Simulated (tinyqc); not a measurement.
From results back to parameters: thin-body film or fin with hard walls, valleys of the Si type. Two cases, with inputs chosen for the exercise.

Problem. In a hard-walled film E_1 = c (pi/t)^2/m_z, c = hbar^2/2m0. The splitting between the lowest levels of two valley groups, on the (110) face, was computed from a hidden thickness.

Constants: hbar^2/2m0 = 3.80998211 eV angstrom^2.

Case 1.

Values chosen (out of a larger set: near those of Si; not measured data): m_za = 0.3162 m0 (heavier confinement mass); m_zb = 0.191 m0 (lighter one).

splitting = 19.031 meV

Case 2.

Values chosen (out of a larger set: near those of Si; not measured data): m_za = 0.3153 m0 (heavier confinement mass); m_zb = 0.191 m0 (lighter one).

splitting = 16.785 meV

Find: t; lower level.

Solution. t = pi sqrt(c (1/m_zb - 1/m_za)/splitting).

Case 1.

t = 64.0 angstrom
lower level = 0.0290 eV

Case 2.

t = 68.0 angstrom
lower level = 0.0258 eV

Computed by tinyqc, one run a case: `OMP_NUM_THREADS=1 python tinyqc.py N N+1 out.jsonl` with N = 1280542, 1280947; one thread of a shared Intel(R) Xeon(R) Processor @ 2.30GHz, about 0.01 s a run at most.
